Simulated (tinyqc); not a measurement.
Precursor delivery by bubblers, mass-transport growth and the solid composition of a III-V alloy: one step, computed by the program tinyqc.

1 sccm = 44.615 micromol/min; 1 torr = 133.322 Pa. The sources decompose fully at the surface.

Problem. Partial pressures in the reactor. p_i = p n_i/(44615 F_t), F_t in slm; p_V = p F_V/(1000 F_t), counted per molecule supplied; V/III = 44.615 F_V/(n1 + n2); vapour fraction of source 2 = n2/(n1 + n2).

Inputs (values chosen for the exercise, modelled on triethylgallium (source 1) and trimethylindium (source 2) for the vapour pressures): bath temperature T1 = 296 K; bath temperature T2 = 290 K; total flow F_t = 5.3 slm; group-V flow F_V = 140 sccm; reactor pressure p = 200 torr.

molar flow 1 = 37.28145 micromol/min

molar flow 2 = 27.94172 micromol/min

Give: p_1; p_2; p_V; V/III ratio; vapour fraction of source 2.

Solution.

p_1 = 0.03153 torr

p_2 = 0.02363 torr

p_V = 5.283 torr

V/III ratio = 95.77

vapour fraction of source 2 = 0.4284
